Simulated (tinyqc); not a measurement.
# Chemical vapour deposition: Grove model, boundary layer, depletion and step coverage, step by step

A worked calculation. Computed by tinyqc, a small Python program that keeps every step. Command: `OMP_NUM_THREADS=1 python tinyqc.py 3020253 3020254 out.jsonl cvd walk`. One thread of a shared host (Intel(R) Xeon(R) Processor @ 2.30GHz), about 0.01 s of CPU time with the checks. Intermediate numbers are printed to about 7 digits and carried at full precision; extremes and crossings named in words are read from the listed rows.

A precursor diffuses to the surface and reacts there at first order; each molecule that reacts adds one formula unit of film.

Inputs (values chosen for the exercise, close to those used for polysilicon from silane):
```
quantity,value,unit
prefactor k0 of k_s,5.3e+07,cm/s
activation energy E,1.61,eV
temperature T,760,C
total pressure p,760,torr
mole fraction of the precursor Y,0.0013,-
gas diffusivity D0 at 273.15 K and 760 torr,0.19,cm^2/s
film density N,5e+22,formula units/cm^3
precursor mass M,32,u
trench width w,0.087,um
aspect ratio of the trench,5,-
gas velocity U,14,cm/s
kinematic viscosity nu0 at 273.15 K and 760 torr,0.98,cm^2/s
susceptor length L,23,cm
channel height b,7.3,cm
```

Reactor: horizontal, atmospheric.

Constants: k_B = 1.380649e-23 J/K; u = 1.6605390666e-27 kg; k_B = 8.617333262e-05 eV/K.

## Gas-phase and surface constants

k_s = k0 exp(-E/(k_B T)); C_g = Y p/(k_B T), 1 torr = 133.322 Pa; D = D0 (T/273.15)^1.75 (760/p). Temperatures in kelvin are T(C) + 273.15. Mean speed c = sqrt(8 k_B T/(pi M)); reactive sticking probability beta = 4 k_s/c.

surface rate constant k_s = 0.7423059 cm/s

precursor density C_g = 9.234473e+15 1/cm^3

gas diffusivity D = 1.949115 cm^2/s

mean speed c = 82678.74 cm/s

sticking probability beta = 3.591278e-05

## Boundary layer

nu = nu0 (T/273.15)^1.75 (760/p); Re = U L/nu; mean boundary layer delta = (2/3) L/sqrt(Re), at most b/2; h_g = D/delta.

Reynolds number Re = 32.02919

boundary layer delta = 2.709340 cm

mass-transfer coefficient h_g = 0.7194056 cm/s

## Growth rate at the inlet

Fluxes in series: C_s = C_g/(1 + k_s/h_g); growth rate G = k_s h_g/(k_s + h_g) C_g/N; 1 cm/s = 6e8 nm/min.

ratio k_s/h_g = 1.031832

C_s/C_g = 0.4921666

growth rate G at the inlet = 40.48447 nm/min

Reaction and transport resist to a similar degree.

## Depletion along the susceptor

Plug flow: U b dC/dx = -k_eff C with k_eff = k_s h_g/(k_s + h_g), so C falls as exp(-k_eff x/(U b)); the used share of the precursor is 1 - C(L)/C(0).

k_eff = 0.3653382 cm/s

depletion length = 279.7408 cm

rate at the outlet over rate at the inlet = 0.9210703

rate at the outlet = 37.28904 nm/min

7.9 % of the precursor is used.

## Reaction control against transport control

The formulas are those given above.

Rates:
```
T (C),k_s (cm/s),h_g (cm/s),G (nm/min),reaction limit (nm/min),transport limit (nm/min)
560,9.666780e-03,0.5959553,1.30716,1.328359e+00,81.89308
610,3.440805e-02,0.6271350,4.22849,4.460488e+00,81.29864
660,1.068933e-01,0.6580947,11.28209,1.311462e+01,80.74091
710,2.959158e-01,0.6888476,24.10440,3.445919e+01,80.21584
760,7.423059e-01,0.7194056,40.48447,8.225764e+01,79.71998
810,1.710497e+00,0.7497792,55.09853,1.807967e+02,79.25041
860,3.661575e+00,0.7799780,64.96580,3.699451e+02,78.80462
910,7.349803e+00,0.8100106,70.59974,7.112015e+02,78.38043
960,1.394261e+01,0.8398849,73.54564,1.294449e+03,77.97594
```

The apparent activation energy of G is 1.49 eV between the first rows and 0.10 eV between the last, against E = 1.61 eV. k_s passes h_g between 710 and 760 C, where control shifts from the surface to the gas. In the reaction limit the slope is E - k_B T, because C_g falls as 1/T; any further lowering comes from transport.

## Step coverage in a trench

In a long trench of width w and depth l = aspect ratio x w: Knudsen diffusivity D_K = (2w) c/3 (hydraulic diameter 2w), combined as 1/D_e = 1/D_K + 1/D; D_e d2C/dz2 = 2 k_s C/w with D_e dC/dz = -k_s C at the floor. With m = sqrt(2 k_s/(w D_e)): C(floor)/C(top) = 1/[cosh(m l) + (k_s/(D_e m)) sinh(m l)].

Knudsen diffusivity D_K = 0.4795367 cm^2/s

effective diffusivity D_e = 0.3848523 cm^2/s

modulus m l = 0.02896604

step coverage = 0.9994968

Gas collisions matter in the trench as well as wall collisions. Coverage is nearly conformal. Caution: the hydraulic-diameter form of D_K is rough for a slit.

Checks made by the program: step coverage against a numerical boundary-value solution (relative difference below 1e-10).
